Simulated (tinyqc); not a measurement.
From results back to parameters: shallow acceptor in the spherical four-band model. Five cases, with inputs chosen for the exercise.

Problem. The binding energy of the ground state was computed from a hidden mu.

The ground state 1S3/2 has an L = 0 part f(r) and an L = 2 part g(r). In units of Ry* and a*, with Gaussians f_i = exp(-a_i r^2), g_i = r^2 exp(-a_i r^2), A = a_i + a_j and I(n) = Gamma((n + 1)/2)/(2 A^((n + 1)/2)): S_ff = I(2), S_gg = I(6), H_ff = (6 a_i a_j/A) I(2) - 2 I(1), H_gg = (14 a_i a_j/A) I(6) - 2 I(5), H_fg = -mu [15 I(2) - 20 a_j I(4) + 4 a_j^2 I(6)]; each function is then normalised. The split-off band is left out.

Converged values use 22 exponents 2.2^i, i = -7 to 14, for f and for g.

Find: binding in Ry*; mu; heavy/light mass ratio (1 + mu)/(1 - mu).

Method. The binding in Ry* rises steadily with mu, so bisection finds one value.

Case 1.

Ry* = 24.461 meV
binding energy = 30.678 meV

Solution.

binding in Ry* = 1.254
mu = 0.470
heavy/light mass ratio (1 + mu)/(1 - mu) = 2.8

Case 2.

Ry* = 20.963 meV
binding energy = 26.206 meV

Solution.

binding in Ry* = 1.250
mu = 0.467
heavy/light mass ratio (1 + mu)/(1 - mu) = 2.8

Case 3.

Ry* = 23.624 meV
binding energy = 29.629 meV

Solution.

binding in Ry* = 1.254
mu = 0.470
heavy/light mass ratio (1 + mu)/(1 - mu) = 2.8

Case 4.

Ry* = 3.892 meV
binding energy = 8.860 meV

Solution.

binding in Ry* = 2.276
mu = 0.768
heavy/light mass ratio (1 + mu)/(1 - mu) = 7.6

Case 5.

Ry* = 23.007 meV
binding energy = 28.632 meV

Solution.

binding in Ry* = 1.244
mu = 0.463
heavy/light mass ratio (1 + mu)/(1 - mu) = 2.7

Computed by tinyqc, one run a case: `OMP_NUM_THREADS=1 python tinyqc.py N N+1 out.jsonl` with N = 1280235, 1280243, 1280417, 1280442, 1280474; one thread of a shared Intel(R) Xeon(R) Processor @ 2.30GHz, about 0.07 s a run at most.
